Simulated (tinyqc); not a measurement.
Threshold-voltage variability of a planar MOSFET, analytic estimates: course of the iteration: margin in standard deviations for the wanted yield.

Three independent sources add in quadrature: random dopants in the depleted layer, metal-gate grains of two orientations, and roughness of the two gate edges acting through the roll-off VT = VT(long) - Vr exp(-L/l). These are first-order estimates: no three-dimensional electrostatics, no percolation.

Cells fail independently with probability Q(k) = erfc(k/sqrt(2))/2 when the margin is k standard deviations, and Y = exp(-Nb Q(k)). phi = exp(-k^2/2)/sqrt(2 pi). Newton steps on ln Q(k) = ln(-ln(Y)/Nb): k(new) = k + [ln Q - ln(-ln(Y)/Nb)] Q/phi.

Stop when k changes by less than 1e-9, or after 30 iterations.

Parameters, values chosen for the exercise: number of cells Nb = 268435456; wanted yield Y = 0.87.

k at the start = 2

Course of the iteration:
```
iteration        k  |change|
1          9.41455      7.41
2          6.67152      2.74
3          6.12669     0.545
4          6.10356    0.0231
5          6.10352   4.17e-5
6          6.10352  1.36e-10
```

Did this iteration meet its convergence test, and what does its course show?

Yes. Converged in 6 iterations. At the end the number of correct digits about doubles with each step. With s(dVT) = 53.5 mV, 6.10 standard deviations are 326 mV.

Range of the model: The depletion depth exceeds L, so source and drain share much of the charge and the dopant estimate is rough. gI s exceeds 0.2, so the linear formula for the current mismatch is only a rough guide.

tinyqc, about 0.01 s, one thread, Intel Xeon 2.30GHz (shared host): `OMP_NUM_THREADS=1 python tinyqc.py 2090016 2090017 out.jsonl`
